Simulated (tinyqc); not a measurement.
Voltage drop against the pad pitch.

A grid of 17 by 17 nodes with segments Rx (rows) and Ry (columns); every node draws I1 and the central node kh I1; pads with resistance Rp sit at the nodes whose row and column are multiples of the pitch, counting from 0. The drops u = Vdd - V follow from G u = i, with G the conductance matrix and i the load currents, solved directly.

Values chosen for this exercise: supply voltage Vdd = 0.9 V; resistance of a horizontal segment Rx = 0.86 ohm; resistance of a vertical segment Ry = 1.1 ohm; resistance from a pad node to the supply Rp = 0.16 ohm; factor on the load at the hot node kh = 5; load current of a node in the large grid I1 = 0.46 mA.

Result of one run:
```
pads  worst drop (mV)  mean drop (mV)  largest drop at a pad (mV)  largest pad current (mA)  worst drop over Vdd (%)
9              13.292          11.231                      4.0094                    25.059                   1.4769
```

Which pad pitch gave this result: 1, 4, 8 or 16 nodes?

pitch = 8 nodes.

The whole series:
columns A: pitch (nodes); B: pads; C: worst drop (mV); D: mean drop (mV); E: largest drop at a pad (mV); F: largest pad current (mA); G: worst drop over Vdd (%)
```
A     B        C         D        E       F         G
1   289  0.25848  0.074619  0.25848  1.6155  0.028720
2    81  0.79364   0.53110  0.50333  3.1458  0.088182
4    25   3.4376    2.6034   1.3551  8.4691   0.38196
8     9   13.292    11.231   4.0094  25.059    1.4769
16    4   52.601    44.335   5.3912  33.695    5.8445
```

The worst drop goes from 0.258 to 52.6 mV while the number of pads falls from 289 to 4; between the last two rows it goes as pitch^(1.98). The largest drop at a pad is 100 % of the worst drop in the first row and 10.2 % in the last; the rest falls along the wires.

tinyqc, about 0.1 s, one thread, Intel Xeon 2.30GHz (shared host): `OMP_NUM_THREADS=1 python tinyqc.py 2770187 2770188 out.jsonl`
